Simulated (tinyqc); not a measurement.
## Resonant-tunnelling diode, transfer matrices and Tsu-Esaki current: current against voltage

Emitter (band edge 0), barrier d1, well Lw, barrier d2, spacer ds, collector (edge -V). The bias drops linearly over these layers and none in the contacts; each layer is cut into ns equal slices, flat at the value of their centres. E is the energy of motion across the layers, C = hbar^2/(2 m0), psi and psi'/m are continuous. Transport is coherent, T(E) is taken as independent of the transverse momentum, and charge in the well is ignored.

For the pair (psi, psi'/m) a flat layer has M = [[cos kd, (m/k) sin kd], [-(k/m) sin kd, cos kd]] with k = sqrt(m (E - U)/C) above its edge U, and M = [[cosh Kd, (m/K) sinh Kd], [(K/m) sinh Kd, cosh Kd]] with K = sqrt(m (U - E)/C) below it. Later slices stand to the left. With M acting on (psi, psi'/m) and v = k/m in each lead, T(E) = 4 vL vR/[(vL vR M12 - M21)^2 + (vR M11 + vL M22)^2]. J = J0 times the integral over E > 0 of T(E) N(E), N = ln[(1 + exp((Ef - E)/Vt))/(1 + exp((Ef - V - E)/Vt))], J0 = q^2 mw m0 kB T/(2 pi^2 hbar^3) (times 1e-4 for A/cm^2 per eV). The integral is converged to the digits shown.

Values chosen for this exercise; masses and offsets of a made-up heterostructure: temperature T = 150 K; mass in the well, spacer and contacts mw = 0.055 m0; barrier height U1 = 0.25 eV; barrier mass m1 = 0.093 m0; emitter barrier d1 = 3.5 nm; well width Lw = 7.8 nm; collector barrier d2 = 3.5 nm; slices in each layer ns = 1; undoped spacer after the collector barrier ds = 2.3 nm; Fermi energy of both contacts above their band edges Ef = 0.032 eV.

Constants: q = 1.602176634e-19 C, kB = 1.380649e-23 J/K, hbar = 1.054571817e-34 J s, m0 = 9.1093837015e-31 kg, Vt = kB T/q, hbar^2/(2 m0) = 0.0380998212 eV nm^2. Results are converted to the units shown.

Current against voltage:

| V (V) | J (kA/cm^2) |
|---|---|
| 0.011 | 2.490 |
| 0.03 | 6.545 |
| 0.049 | 10.43 |
| 0.068 | 13.59 |
| 0.087 | 14.37 |
| 0.107 | 3.206 |
| 0.126 | 0.4734 |
| 0.145 | 0.4796 |
| 0.164 | 0.6129 |
| 0.183 | 0.8790 |
| 0.202 | 1.349 |

What does the comparison show?

Among the rows the current peaks at 14.4 kA/cm^2 at V = 0.087 V and falls to 0.473 kA/cm^2 at 0.126 V, a ratio of 30.3. At zero bias the resonance lies at 0.0466 eV and the centre of the well takes the share 0.433 of the bias, so the level should reach the emitter band edge near V = 0.108 V; beyond that only the tail of the broadened level (width 0.695 meV at zero bias) and off-resonant tunnelling carry current. Without scattering and space charge the valley comes out far lower than in a real diode. The current rises again in the last rows.

Program tinyqc, `OMP_NUM_THREADS=1 python tinyqc.py 2600105 2600106 out.jsonl`; Intel Xeon 2.30GHz, shared host, one thread, about 0.2 s.
